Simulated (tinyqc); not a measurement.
Surface potential of a MOS transistor: implicit equation and explicit approximations: two steps of the calculation.

p-type body, charge-sheet picture, depletion and inversion only, full ionisation (an idealisation for deep acceptors), Boltzmann statistics (rough once Na exp(x - xn) passes about Nc/7). In units of Vt: xg = (Vg - Vfb)/Vt, x = psi/Vt, G = gamma/sqrt(Vt), xn = (2 phiF + Vc)/Vt. The implicit equation is (xg - x)^2 = G^2 [x - 1 + exp(x - xn)] for x above about 3. Cox = eps0 eox/tox.

Question 1. Explicit approximation. Depletion value a = 1 + [sqrt(G^2/4 + xg - 1) - G/2]^2; inversion value b = xn + ln[(xg - xn)^2/G^2 - xn + 1] and first guess y = min(a, b) - ln(1 + exp(-|a - b|)) if a > xn + 1, else b = y = a; one second-order correction with D = exp(y - xn), p = 2 (xg - y) + G^2 (1 + D), w = (xg - y)^2 - G^2 (y - 1 + D): z = y + 2 w/(p + sqrt(p^2 - 2 (2 - G^2 D) w)), or the Newton step z = y + w/p where the root is not real.

G = 24.147730
xn = 37.543903
xg = 187.99319

Give: a; b; y; p; w; z.

Answer 1.

a = 39.05
b = 38.37
y = 37.96
p = 1763
w = 81.67
z = 38.00

The root of the implicit equation is x = 38.0015; y misses it by -0.046 and z by 7.9e-6, in units of Vt.

Question 2. New x. D = exp(x - xn), f = (xg - x)^2 - G^2 (x - 1 + D), f' = -2 (xg - x) - G^2 (1 + D), x(new) = x - f/f'.

x at the start = 37.96
G = 24.147730
xn = 37.543903
xg = 187.99319

Wanted: D; f; f'; x after iteration 1.

Answer 2.

D = 1.516
f = 74.09
f' = -1767
x after iteration 1 = 38.00

Program tinyqc, `OMP_NUM_THREADS=1 python tinyqc.py 2122127 2122128 out.jsonl`; Intel Xeon 2.30GHz, shared host, one thread, about 0.01 s.
